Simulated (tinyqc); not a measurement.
Inside a calculation. Method: tight binding, honeycomb lattice. One step of it, computed by the program tinyqc.

Task: Bloch Hamiltonian at k. H_AB = -t1 (1 + exp(-i k.a1) + exp(-i k.a2)); H_AA = delta - 2 t2 sum cos(k.b + phi), H_BB = -delta - 2 t2 sum cos(k.b - phi), b = a1, a2 - a1, -a2.

Parameters chosen for this model:
```
parameter      value                        unit
t1          2.660000                 eV, nearest
t2                 0       eV, second neighbours
phi        -1.100000  rad, phase of t2 (Haldane)
delta              0          eV, +/- on A and B
```

k point k (fractions of the reciprocal vectors): 0.400000  -0.250000

Give: H(k) at k.

Result:

H(k) at k (eV):
```
                 A                B
A           0.0000  -0.5080-1.0965i
B  -0.5080+1.0965i           0.0000
```
